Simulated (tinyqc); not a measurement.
Born-Mayer model of an ionic crystal AB: one step, computed by the program tinyqc. Command: `OMP_NUM_THREADS=1 python tinyqc.py 3003320 3003321 out.jsonl bornmayer walk`. One thread of a shared host (Intel(R) Xeon(R) Processor @ 2.30GHz), about 0.01 s of CPU time with the checks.

Energies are per ion pair and r is the nearest distance of unlike ions.

Question. Under pressure. Madelung constant M, unlike neighbours z1, like neighbours z2 at f r, volume per pair: rock salt 1.747565, 6, 12, sqrt2, 2 r^3; caesium chloride 1.762675, 8, 6, 2/sqrt3, 8 r^3/(3 sqrt3); zinc blende 1.638055, 4, 12, sqrt(8/3), 16 r^3/(3 sqrt3). U(r) = -M z^2 e^2/(4 pi eps_0 r) + z1 lambda exp(-r/rho) + z2 [lambda2 exp(-f r/rho) - C/(f r)^6] (one mean like-ion term for both sublattices). With the volume written as c r^3, under pressure take the root at the minimum of the enthalpy and solve U'(r) + 3 c r^2 P = 0; H = U + P V; B = (U'' - 2 U'/r)/(9 c r).

Inputs (values chosen for the exercise, for a model salt):
```
quantity                        value           unit
ionic charge z                      1              -
unlike repulsion lambda          1580             eV
range rho                       0.299       angstrom
like repulsion lambda2            114             eV
dispersion C between like ions     21  eV angstrom^6
pressure P                         20            GPa
```

Structure: rock salt. Short range: with like-ion terms.

Constants: e^2/(4 pi eps_0) = 14.39964548 eV angstrom; 1 eV/angstrom^3 = 160.2176634 GPa.

Give: distance at P; volume at P; enthalpy at P; bulk modulus at P.

Answer.

distance at P = 2.4423 angstrom

volume at P = 29.136 angstrom^3

enthalpy at P = -4.1140 eV per pair

bulk modulus at P = 107.57 GPa
